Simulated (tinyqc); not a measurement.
# Which input was changed?

Model: sheet resistance and Hall data of a diffused or implanted layer. Computed by tinyqc, a small Python program. Command: `OMP_NUM_THREADS=1 python tinyqc.py 3005649 3005650 out.jsonl layer which`. One thread of a shared host (Intel(R) Xeon(R) Processor @ 2.30GHz), about 0.03 s of CPU time with the checks.

Carriers are taken equal to the net active doping down to the junction (full ionisation, which deep dopants in wide-gap hosts do not reach; no spill-over, no depletion), and the Hall factor is 1.

Inputs (values chosen for the exercise, modelled on donors in GaAs):
```
quantity                                 value        unit
mu_min                                     523  cm^2/(V s)
mu_max                                    9290  cm^2/(V s)
N_ref                                  5.6e+16      1/cm^3
exponent alpha                            0.39           -
peak concentration N_0                 5.1e+17      1/cm^3
length scale l                            1100          nm
background doping N_B (opposite type)  1.7e+16      1/cm^3
```

Profile: complementary error function. Activation: complete.

Constants: e = 1.602176634e-19 C.

Method:
- N(x) = N_0 erfc(x/l), dose N_0 l/sqrt(pi), junction x_j = l erfc^-1(N_B/N_0).
- Mobility mu = mu_min + (mu_max - mu_min)/(1 + (N_t/N_ref)^alpha), N_t = active doping + N_B; carriers n = active doping - N_B, all dopants active.
- Integrals from x_0 (0 unless stated) to x_j by the midpoint rule on 400 even intervals: 1/R_s = e int n mu dx; sheet density n_s = int n dx; Hall sheet density (int n mu dx)^2/int n mu^2 dx; Hall mobility int n mu^2 dx/int n mu dx.
- Mean conductivity 1/(R_s x_j); mean mobility 1/(e n_s R_s).

Question. One of these inputs alone was changed, within the range given: peak concentration N_0 (2.55e+17 to 1.02e+18); background doping N_B (opposite type) (8.5e+15 to 3.4e+16); mu_min (261.5 to 1046); N_ref (2.8e+16 to 1.12e+17). Which one, and to what value?

Results:
```
run     Hall sheet density (1/cm^2)  mean conductivity 1/(R_s x_j) (S/cm)  Hall mobility (cm^2/(V s))
before                 2.797470e+13                              97.21408                    3590.144
after                  2.846862e+13                              95.93132                    3616.471
```

Answer.

Each candidate set to reproduce Hall sheet density, and what it then gives:
```
candidate                                             range searched  value needed  mean conductivity 1/(R_s x_j) (S/cm)  Hall mobility (cm^2/(V s))
peak concentration N_0 (1/cm^3)                 2.55e+17 to 1.02e+18      5.183e17                                98.353                      3580.0
background doping N_B (opposite type) (1/cm^3)    8.5e+15 to 3.4e+16      1.380e16                                95.931                      3616.5
mu_min (cm^2/(V s))                                    261.5 to 1046  out of reach                                     -                           -
N_ref (1/cm^3)                                   2.8e+16 to 1.12e+17  out of reach                                     -                           -
```

Only background doping N_B (opposite type) fits every result: it went from 1.7e+16 to 1.38e16 1/cm^3. The next best candidate, peak concentration N_0, misses one result by 2.5 %.
